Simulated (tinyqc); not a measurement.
From screened binding energy back to donor density N: hydrogenic impurity: series, fields, screening, photoionisation and donor-acceptor pairs. Computed by tinyqc, a small Python program. Command: `OMP_NUM_THREADS=1 python tinyqc.py 3019841 3019842 out.jsonl hydrogenic inv`. One thread of a shared host (Intel(R) Xeon(R) Processor @ 2.30GHz), about 0.03 s of CPU time with the checks.

One isotropic, parabolic band. Effective units: Ry* and a*, in which H = -nabla^2 - 2/r.

Inputs (values chosen for the exercise, modelled on CdS): electron mass m = 0.197 m_0; dielectric constant eps = 8.98.

Parts treated: magnetic field and screening.

Constants: Ry = 13.605693123 eV; a_0 = 0.529177210903 angstrom; h x 1 THz = 4.135667696 meV.

Method:
- Ry* = Ry m/eps^2, a* = a_0 eps/m; level n is bound by Ry*/n^2; <r> = (3/2) a* in 1s; lines 1s -> np at Ry* (1 - 1/n^2); 1 THz = 4.135667696 meV.
- Thomas-Fermi screening by N free electrons of one valley, taken as a degenerate gas (the hypothesis that all donors are ionised): q a* = sqrt(4 k_F a*/pi), k_F = (3 pi^2 N)^(1/3).
- Screened potential -(2/r) exp(-q r). Basis exp(-zeta r), zeta_k = 0.02 x 1.6^k, k = 0..23: S = 2/s^3, T = zeta_i zeta_j S, V = -2/(s + q)^2 with s = zeta_i + zeta_j; overlap eigenvalues below 1e-11 are dropped.

Problem. A run gave the result below. Find the donor density N, known to lie between 1.8e+17 and 4.8e+17 cm^-3.

screened binding energy = 3.217733 meV

Solution.

Each step takes the trial c = (a f_b - b f_a)/(f_b - f_a), f being the result less the target and a, b, c the logarithms of the listed values; c replaces end b, the old b replaces a if the sign of f changed, and otherwise f_a is halved.

Scan of the range:
```
donor density N (cm^-3)  screened binding energy (meV)
1.80e+17                                       4.13926
2.12e+17                                       3.76734
2.50e+17                                       3.40210
2.94e+17                                       3.05336
3.46e+17                                       2.71456
4.08e+17                                       2.38465
4.80e+17                                       2.07346
```

False position (Illinois rule, in the logarithm of the input) inside the bracket:
```
step        end a        end b        trial  screened binding energy (meV)
1     2.50000e+17  2.94000e+17  2.72372e+17                        3.21638
2     2.50000e+17  2.72372e+17  2.72034e+17                        3.21905
3     2.72372e+17  2.72034e+17  2.72200e+17                        3.21773
4     2.72034e+17  2.72200e+17  2.72200e+17                        3.21773
```

Screened binding energy falls at every point of a 13-point scan of the range (every second point is shown), so one value fits; it is bracketed by 2.50e17 and 2.94e17. Answer: donor density N = 2.722e17 cm^-3.

Caution: well below the Mott density the electrons are bound or non-degenerate, so this screening is formal: it serves to locate the transition, not to give the level.
